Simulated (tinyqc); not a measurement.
Worked calculation: strain, valley repopulation and piezoresistance in a many-valley conduction band. Computed by tinyqc, a small Python program that keeps every step. Command: `OMP_NUM_THREADS=1 python tinyqc.py 3003591 3003592 out.jsonl valleys walk`. One thread of a shared host (Intel(R) Xeon(R) Processor @ 2.30GHz), about 0.02 s of CPU time with the checks. Intermediate numbers are printed to about 6 digits and carried at full precision; extremes and crossings named in words are read from the listed rows.

Valleys are ellipsoids with mass m_l along the axis a and m_t across it, parabolic, with one constant relaxation time; strain shifts the valleys and leaves the masses alone. Currents are taken along [110], along the load, and along [1-10], across the load.

Inputs (values chosen for the exercise, for a model crystal): longitudinal mass m_l = 1.15 m_0; transverse mass m_t = 0.0632 m_0; shear deformation potential Xi_u = 12 eV; dilation deformation potential Xi_d = -3.9 eV; C11 = 139 GPa; C12 = 50.1 GPa; C44 = 61.8 GPa; stress X (tension positive) = -46 MPa; electron density n = 4e+17 1/cm^3; relaxation time tau = 280 fs; temperature T = 77 K.

Valley axes: <111> (4 valleys). Load: uniaxial [110].

Constants: k_B = 8.617333262e-05 eV/K; m_0 = 9.1093837015e-31 kg; k_B = 1.380649e-23 J/K; hbar = 1.054571817e-34 J s; e = 1.602176634e-19 C.

## Strain

Compliances S11 = (C11 + C12)/((C11 - C12)(C11 + 2 C12)), S12 = -C12/((C11 - C12)(C11 + 2 C12)), S44 = 1/C44; stress sigma_ij = X n_i n_j for the unit vector n of the load; e_xx = S11 sigma_xx + S12 (sigma_yy + sigma_zz), e_xy = S44 sigma_xy/2 (tensor strain).

strain tensor (%), rows x, y, z:
$$\begin{pmatrix}
-0.0150342 & -0.0186084 & 0.0000000 \\
-0.0186084 & -0.0150342 & 0.0000000 \\
0.0000000 & 0.0000000 & 0.0108376
\end{pmatrix}$$

## Valley shifts

Herring-Vogt shift of a valley with unit axis a: dE = Xi_d tr(e) + Xi_u a.e.a.

shifts dE (meV): [111] -1.50790, [-111] 1.46944, [1-11] 1.46944, [11-1] -1.50790

splitting (highest minus lowest) = 2.97735 meV

Lowest: [111], [11-1]; the splitting is 0.449 k_B T.

## Populations

Each of the 4 valleys holds n_v = N_v (2/sqrt(pi)) F_1/2((E_F - dE_v)/(k_B T)), N_v = 2 (m_d k_B T/(2 pi hbar^2))^(3/2), m_d = (m_l m_t^2)^(1/3); E_F solves sum n_v = n and is counted from the unstrained edge. F_j(eta) = int_0^infinity x^j/(1 + exp(x - eta)) dx, without a gamma-function factor. It is evaluated after integrating by parts. Integrals over x = E/(k_B T) use 160 Gauss-Legendre points in u = sqrt(x) from 0 to sqrt(max(eta, 0) + 32).

Fermi level E_F = -4.35588 meV

share of the electrons: [111] 0.297922, [-111] 0.202078, [1-11] 0.202078, [11-1] 0.297922

## Mobility tensor and resistance change

Mobility tensor mu = e tau sum_v (n_v/n) [1/m_t + (1/m_l - 1/m_t) a a^T]; unstrained mu_0 = e tau (1/m_l + 2/m_t)/3; resistivity along d from the inverse tensor, rho_d = d.mu^-1.d/(n e), mobility along d = 1/(d.mu^-1.d); gauge pi_d = (rho_d/rho_0 - 1)/X.

mobility tensor (cm^2/(V s)), rows x, y, z:
$$\begin{pmatrix}
5337.57 & -470.53 & 0.00 \\
-470.53 & 5337.57 & 0.00 \\
0.00 & 0.00 & 5337.57
\end{pmatrix}$$

unstrained mobility mu_0 = 5337.57 cm^2/(V s)

mobility along the first direction = 4867.04 cm^2/(V s)

mobility along the second direction = 5808.11 cm^2/(V s)

resistance change along the first direction = 9.66775 %

resistance change along the second direction = -8.10132 %

The mobility lies between e tau/m_l = 428 and e tau/m_t = 7790; the trace stays at 3 mu_0. Along the first direction the filled valleys present more of their heavy mass.

## Linear piezoresistance coefficients

With eta_0 the reduced Fermi level without strain, r = F_-1/2(eta_0)/(2 F_1/2(eta_0)) (1 for a classical gas) and c = r (Xi_u/k_B T) (m_l - m_t)/(2 m_l + m_t): pi44 = -c S44/3, pi11 = pi12 = 0.

eta_0 = -0.634813

degeneracy factor r = 0.863644

pi11 = 0 1e-11/Pa

pi12 = 0 1e-11/Pa

pi44 = -387.429 1e-11/Pa

Degeneracy lowers the coefficients to 86 % of the classical value.

## Full result against the linear law

Linear theory: pi_l = (pi11 + pi12 + pi44)/2, pi_t = (pi11 + pi12 - pi44)/2.

Resistance changes (%); at 2000 MPa the strain is near or above 1 %, where band warping, left out here, matters:
```
X (MPa)  splitting (meV)  largest share  first direction    linear  second direction    linear
-2000            129.450       0.500000          85.1457   387.429          -31.5014  -387.429
-1000             64.725       0.499960          85.1206   193.714          -31.4980  -193.714
-400              25.890       0.486738          77.1442    77.486          -30.3373   -77.486
-150               9.709       0.391594          35.2204    29.057          -20.6643   -29.057
-50                3.236       0.301988          10.5748     9.686           -8.7287    -9.686
50                 3.236       0.301988          -8.7287    -9.686           10.5748     9.686
150                9.709       0.391594         -20.6643   -29.057           35.2204    29.057
400               25.890       0.486738         -30.3373   -77.486           77.1442    77.486
1000              64.725       0.499960         -31.4980  -193.714           85.1206   193.714
2000             129.450       0.500000         -31.5014  -387.429           85.1457   387.429
```

Along the first direction the linear law holds within 10 % for 3 of the 10 stresses, at -400, -50.0, 50.0 MPa. At the largest compression the full change is +85.1 % against the linear +387.4 %, at the largest tension -31.5 % against -387.4 %: once the splitting is comparable with k_B T (or E_F) the populations no longer follow it linearly, and the change must saturate when the upper valleys are empty.

Checks made by the program: trace of the tensor against 3 mu_0 (relative difference below 1e-10); linear coefficients against the full calculation at 0.01 MPa (relative difference 2e-05).
